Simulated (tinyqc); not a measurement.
Adding salt: a particle near a wafer in liquid: double-layer and van der Waals forces (DLVO), deposition barrier and removal. Computed by tinyqc, a small Python program. Command: `OMP_NUM_THREADS=1 python tinyqc.py 3112267 3112268 out.jsonl dlvo walk`. One thread of a shared host (Intel(R) Xeon(R) Processor @ 2.30GHz), about 0.01 s of CPU time with the checks.

Sphere and flat wall, Derjaguin approximation, constant potentials in the linear-superposition form, no retardation and no hydration force.

Inputs (values chosen for the exercise, of the order of those for ceria on silica in water):
```
quantity                             value   unit
particle radius R                      380     nm
Hamaker constant A                 1.5e-20      J
potential of the particle psi_1        -24     mV
potential of the wafer psi_2           -43     mV
salt concentration c               0.00042  mol/L
valence z of the symmetric salt          1      -
temperature T                          323      K
dielectric constant of the liquid     69.9      -
```

Constants: e = 1.602176634e-19 C; N_A = 6.02214076e+23 1/mol; eps_0 = 8.8541878128e-12 F/m; k_B = 1.380649e-23 J/K; k_B = 8.617333262e-05 eV/K.

Method:
- kappa^2 = 2 z^2 e^2 N_A (1000 c)/(eps eps_0 k_B T); gamma_i = tanh(z e psi_i/(4 k_B T)); Z = 64 pi eps eps_0 (k_B T/(z e))^2 gamma_1 gamma_2.
- The barrier height is zero when U = 0 and F = 0 together: kappa h = 1 and kappa = 6 Z/(e A), e = 2.718282 here; c follows from kappa^2, with the potentials held fixed.
- U(h) = Z R exp(-kappa h) - A R/(6 h); F(h) = -dU/dh = kappa Z R exp(-kappa h) - A R/(6 h^2), positive for repulsion.
- F = 0 reads x^2 exp(-x) = y with x = kappa h and y = A kappa/(6 Z); the left side peaks at x = 2 with 4/e^2 = 0.5413, so roots exist for smaller y: x < 2 is the barrier, x > 2 the secondary minimum.
- kappa scales as sqrt(c); potentials are held fixed. A dash marks rows without a maximum.

critical concentration = 0.109703 mol/L

kappa = 0.0685914 1/nm

Z = 7.53335 pN

Against the concentration:
```
c (mol/L)  Debye length (nm)  barrier at (nm)  barrier (k_B T)  minimum at (nm)  minimum (k_B T)
1.10e-05              90.086           5.6416           565.20       9.2432e+02      -2.0801e-01
1.10e-04              28.488           3.2555           507.17       2.5077e+02      -7.5300e-01
1.10e-03               9.009           1.9239           407.76       6.5477e+01      -2.8059e+00
5.49e-03               4.032           1.3712           301.53       2.4682e+01      -7.2209e+00
2.19e-02               2.019           1.0658           178.76       1.0177e+01      -1.6779e+01
5.49e-02               1.275           0.9407            80.52       5.3953e+00      -3.0152e+01
9.87e-02               0.951           0.9033            12.47       3.4550e+00      -4.4686e+01
1.65e-01               0.736           0.9291           -47.77       2.1914e+00      -6.4582e+01
3.29e-01               0.521                -                -                -                -
```

At low salt the barrier tends to Z R = 642 k_B T; it is half of that between 0.0011 and 0.0055 mol/L and changes sign at 0.11 mol/L, while the secondary minimum deepens to -45 k_B T at 0.9 of that.

Extremes, crossings and ranges named in words are read from the listed rows.
